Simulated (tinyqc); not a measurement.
Propagation of a band-gap error through k.p and effective-mass formulas, step by step. Values are carried at full precision from step to step, so a last printed digit may differ when a step is redone from the rounded ones.

Chain, for a gap E (the reference Eg or another value), with Ep and Dso kept: 1/me = 1 + Ep (E + 2 Dso/3)/(E (E + Dso)); g* = 2 - 2 Ep Dso/(3 E (E + Dso)); g1(E) = g1 + (Ep/3)(1/E - 1/Eg), g2(E) = g2 + (Ep/6)(1/E - 1/Eg), light hole 1/(g1 + 2 g2), heavy hole 1/(g1 - 2 g2) along [100]; optical constant ei(E) = 1 + (ei - 1)(EP/(EP + E - Eg))^2, static e0(E) = ei(E) + e0 - ei.

Constants: Ry = 13.60569312 eV; a0 (Bohr radius) = 0.5291772105 angstrom; kB = 8.617333262e-05 eV/K; hbar^2/2m0 = 3.80998211 eV angstrom^2.

Values chosen for the exercise (reference values near those of GaSb, gap at low temperature; not measured data): Eg = 0.825 eV (gap at Gamma to the s-like level); Dso = 0.751 eV (spin-orbit splitting); Ep = 27.4 eV (Kane energy); g1 = 13.34 (Luttinger gamma1); g2 = 4.72 (gamma2); e0 = 15.9 (static dielectric constant); ei = 14.39 (optical dielectric constant); EP = 4.16 eV (mean (Penn) gap); Eg2 = 0.247 eV (a wrong gap); mh = 0.5 m0 (density-of-states mass of the holes); T = 400 K (temperature); k = 0.032 1/angstrom (wave vector).

## Masses, g factor and screening for both gaps

Evaluate the chain at Eg and at Eg2.

Band values at the two gaps:
```
quantity      at Eg   at Eg2  ratio
me          0.03456  0.01189  0.344
g*           -8.551   -53.65      -
g1            13.34    39.25  2.942
g2            4.720    17.67  3.744
light hole  0.04390  0.01341  0.305
heavy hole   0.2564   0.2564  1.000
ei            14.39    19.06  1.325
e0            15.90    20.57  1.294
```

The gap is off by a factor of 0.30; the electron mass follows with 0.34 and the light hole with 0.31, while the heavy hole, which does not couple to the conduction level, keeps its value. The optical constant changes less, by +32 %, as it answers to the mean gap, which shifts by the same -0.58 eV on a base of 4.16 eV. g* moves by -45.10; remote bands, left out here, shift it by tenths or, where it is large, by some per cent.

## Binding energies and densities for both gaps

Donor: R = Ry me/e0^2, a_B = a0 e0/me, Mott density (0.26/a_B)^3. Nc, Nv = 2 (m kT/(4 pi c))^(3/2), c = hbar^2/2m0, ni = sqrt(Nc Nv) exp(-E/2kT). Exciton: Ry mu/e0^2 with 1/mu = 1/me + g1(E). 1 angstrom^-3 = 1e24 cm^-3.

Use the values of the table.

Results:
```
quantity                  at Eg     at Eg2     ratio
R (meV)                   1.860     0.3823     0.206
a_B (angstrom)            243.5      915.5      3.76
Mott density (cm^-3)  1.218e+15  2.291e+13    0.0188
Nc (cm^-3)            2.482e+17  5.009e+16     0.202
ni (cm^-3)            1.169e+13  2.299e+16  1.97e+03
exciton (meV)             1.273     0.2607     0.205
```

Power laws carry the error on: the donor energy (me/e0^2) by a factor of 0.206, the Mott density (cube of me/e0) by 0.0188. ni, with its exponential, changes by a factor of 1.97e+03, that is 3.3 decades. Where ni nears or passes Nc the Boltzmann form overstates it.

## A scissor shift and what it does not mend

A rigid shift D = Eg - Eg2 of the conduction band restores the gap but leaves the curvature, so the mass stays me(Eg2); redoing the sum 1/m = 1 + Ep (E + 2 Dso/3)/(E (E + Dso)) with E = Eg and the same Ep gives another mass. For optics, eps2 at the edge goes as |p|^2/E^2: a rigid shift keeps the dipole elements p/E, while shifting the energies under unchanged p scales eps2 by (Eg2/Eg)^2.

shift D = 0.578 eV
mass under a rigid shift = 0.0119 m0
mass from the sum with the corrected gap = 0.0346 m0
factor on eps2 if p is left unscaled = 0.090

The rigid shift leaves the mass off by a factor of 0.34. The mass from the corrected gap is the reference me(Eg) here, because the exercise keeps Ep fixed; a real correction of the gap depends on k and changes Ep as well.

## Far from the edge the relative error shrinks

Two-level dispersion E(k) = sqrt(E^2/4 + Ep c k^2) - E/2 at k/4, k, 4k for both gaps, c = hbar^2/2m0.

Energies above the edge:
```
k (1/angstrom)  at Eg (eV)  at Eg2 (eV)  ratio
0.00800             0.0080       0.0246  3.067
0.03200             0.1139       0.2260  1.985
0.12800             0.9588       1.1901  1.241
```

The ratio tends to Eg/Eg2 = 3.34 at k = 0 and goes from 3.067 to 1.241: at large k both curves approach the same slope sqrt(Ep c), while their distance in eV grows towards |Eg - Eg2|/2.

## Checks

- Chain at E = Eg against the inputs g1, g2, ei, e0: they agree to 1e-10 or better.

Program tinyqc; command `OMP_NUM_THREADS=1 python tinyqc.py 1850401 1850402 out.jsonl`; about 0.01 s on one thread of a shared Intel(R) Xeon(R) Processor @ 2.30GHz.
